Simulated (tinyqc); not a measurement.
Spin curve: spin coating of a resist or spin-on film: centrifugal thinning, evaporation and the final thickness (Emslie and Meyerhofer models). Computed by tinyqc, a small Python program. Command: `OMP_NUM_THREADS=1 python tinyqc.py 3111568 3111569 out.jsonl spincoat walk`. One thread of a shared host (Intel(R) Xeon(R) Processor @ 2.30GHz), about 0.08 s of CPU time with the checks.

A Newtonian film stays uniform over the wafer; solvent and solids have the same density and the concentration is uniform through the thickness.

Inputs (values chosen for the exercise, of the order of those of a polymer resist in an ester solvent): solids volume fraction c0 = 0.22; kinematic viscosity of the solvent nu_s = 1.8 mm^2/s; viscosity constant k = 1600 mm^2/s; viscosity exponent gamma = 2.7; spin speed f = 1000 rpm; evaporation rate at 1000 rpm e0 = 0.15 micrometre/s; starting thickness h0 = 300 micrometre; wafer radius R = 150 mm.

Method:
- omega = 2 pi f/60; nu(c) = nu_s + k c^gamma; evaporation rate e = e0 sqrt(f/1000 rpm).
- Flow constant K = 2 omega^2/(3 nu(c0)); Reynolds number of the air omega R^2/nu_air with nu_air = 15 mm^2/s.
- Meyerhofer estimate: flow rules until (1 - c0) K h^3 = e, then evaporation alone: h_w = (e/((1 - c0) K))^(1/3), dry film c0 h_w.
- Full model for solids s and liquid l per area, h = s + l, c = s/h: ds/dt = -c Q, dl/dt = -(1 - c) Q - e, Q = 2 omega^2 h^3/(3 nu(c)); integrated adaptively (relative tolerance 1e-9) until l = 0.

dry film, estimate = 2001.64 nm

Dry film against speed:
```
f (rpm)  full model (nm)  estimate (nm)  time to dry (s)
500               3205.3         2830.7           123.57
1000              2266.6         2001.6            61.81
1500              1850.7         1634.3            41.21
2000              1602.7         1415.4            30.91
3000              1308.6         1155.6            20.61
4000              1133.3         1000.8            15.46
6000               925.3          817.2            10.30
```

What follows from these numbers?

The full thickness goes as f^-0.500; the estimate as (e/omega^2)^(1/3) = f^(-1/2). The time to dry goes as f^-1.00. A thickness window of 1 % allows a speed error of about 2 %.
